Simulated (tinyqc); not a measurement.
Heavy and light holes: cyclotron masses of warped hole bands.

Parameters, chosen for this exercise (near those of Ge; shifted at random, so the results belong to these values and not to a real crystal): g1 = 13.56 (Luttinger gamma1); g2 = 4.29 (gamma2); g3 = 5.66 (gamma3); ths = (0, 15, 30, 45, 60, 75, 90) degrees (angles).

E = c k^2 f(n) with f = g1 -/+ 2 sqrt(g2^2 + 3 (g3^2 - g2^2)(nx^2 ny^2 + ny^2 nz^2 + nz^2 nx^2)). For the orbit through k = 0 perpendicular to b = (sin(theta)/sqrt2, sin(theta)/sqrt2, cos(theta)), mc is the mean of 1/f over the directions n in that plane (180 evenly spaced angles). Quantum effects of the lowest levels are left out.

Cyclotron masses (m0):
```
theta (degrees)   heavy   light
0                0.2670  0.0431
15               0.2812  0.0427
30               0.3166  0.0419
45               0.3453  0.0413
60               0.3490  0.0412
75               0.3440  0.0416
90               0.3417  0.0418
```

What does the comparison show?

The heavy mass varies by 31 % over the table, with its largest listed value at 60 degrees ([111] lies at 54.7) and its smallest at 0; the light mass varies by 4.5 %. The warping term enters both with the same size, but it is set against a small inverse mass in one and a large one in the other (along [111], g1 - 2 g3 = 2.24 and g1 + 2 g3 = 24.88).

Program tinyqc; command `OMP_NUM_THREADS=1 python tinyqc.py 1281066 1281067 out.jsonl`; about 0.01 s on one thread of a shared Intel(R) Xeon(R) Processor @ 2.30GHz.
